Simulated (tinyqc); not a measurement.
Worked calculation: tight binding, kagome lattice. Computed by tinyqc, a small Python program that keeps every step. Settings: t1 = 1.31, t2 = 1.31, delta = -0.36, bands filled = 1. Command: `OMP_NUM_THREADS=1 python tinyqc.py 22259 22260 out.jsonl` (the two numbers bound the seeds that draw the settings). One thread of a shared host (Intel(R) Xeon(R) Processor @ 2.60GHz), about 0.01 s of CPU time with the checks.

## Bloch Hamiltonian at k

Parameters chosen for this model:
```
parameter      value                unit
t1          1.310000    eV, up triangles
t2          1.310000  eV, down triangles
delta      -0.360000        eV on site C
```

k point k (fractions of the reciprocal vectors): [-0.3100, 0.3800]

H_AB = -t1 - t2 exp(-i k.a1), H_AC = -t1 - t2 exp(-i k.a2), H_BC = -t1 - t2 exp(i k.(a1 - a2)), H_CC = delta.

H(k) at k (eV), order A, B, C:
$$\begin{pmatrix}
0.0000 & -0.8278-1.2180i & -0.3551+0.8968i \\
-0.8278+1.2180i & 0.0000 & -0.8278-1.2180i \\
-0.3551-0.8968i & -0.8278+1.2180i & -0.3600
\end{pmatrix}$$

## Levels at k

Diagonalise the Hermitian matrix.

eigenvalues (eV): [-1.7490, -1.1277, 2.5168]

weights |c|^2 of the basis functions, order A, B, C:
$$\begin{pmatrix}
0.0984 & 0.5754 & 0.3262 \\
0.5657 & 0.0285 & 0.4059 \\
0.3360 & 0.3961 & 0.2679
\end{pmatrix}$$

## Bloch Hamiltonian at K

k point K (fractions of the reciprocal vectors): [0.3333, 0.6667]

As before.

H(k) at K (eV), order A, B, C:
$$\begin{pmatrix}
0.0000 & -0.6550+1.1345i & -0.6550-1.1345i \\
-0.6550-1.1345i & 0.0000 & -0.6550+1.1345i \\
-0.6550+1.1345i & -0.6550-1.1345i & -0.3600
\end{pmatrix}$$

## Levels at K

As before.

eigenvalues (eV): [-1.5571, -1.3100, 2.5071]

weights |c|^2 of the basis functions, order A, B, C:
$$\begin{pmatrix}
0.1473 & 0.5000 & 0.3527 \\
0.1473 & 0.5000 & 0.3527 \\
0.7055 & 0.0000 & 0.2945
\end{pmatrix}$$

## Bands along a path

The same steps at evenly spaced points between the labelled ones.

Bands along the path (eV):
```
k           band 1   band 2  band 3
G          -5.3637   2.3837  2.6200
G-K 0.20   -5.1356   2.1874  2.5882
G-K 0.40   -4.4902   1.5647  2.5655
G-K 0.60   -3.5375   0.6271  2.5504
G-K 0.80   -2.4408  -0.4514  2.5322
K          -1.5571  -1.3100  2.5071
K-M 0.20   -1.9469  -0.9050  2.4919
K-M 0.40   -2.3084  -0.5275  2.4759
K-M 0.60   -2.5806  -0.2405  2.4611
K-M 0.80   -2.7491  -0.0611  2.4502
M          -2.8062        0  2.4462
M-K' 0.20  -2.7491  -0.0611  2.4502
M-K' 0.40  -2.5806  -0.2405  2.4611
M-K' 0.60  -2.3084  -0.5275  2.4759
M-K' 0.80  -1.9469  -0.9050  2.4919
K'         -1.5571  -1.3100  2.5071
```

With 1 band(s) filled, the highest filled level on these points lies at K and the lowest empty one at K: a gap of 0.2471 eV, direct.
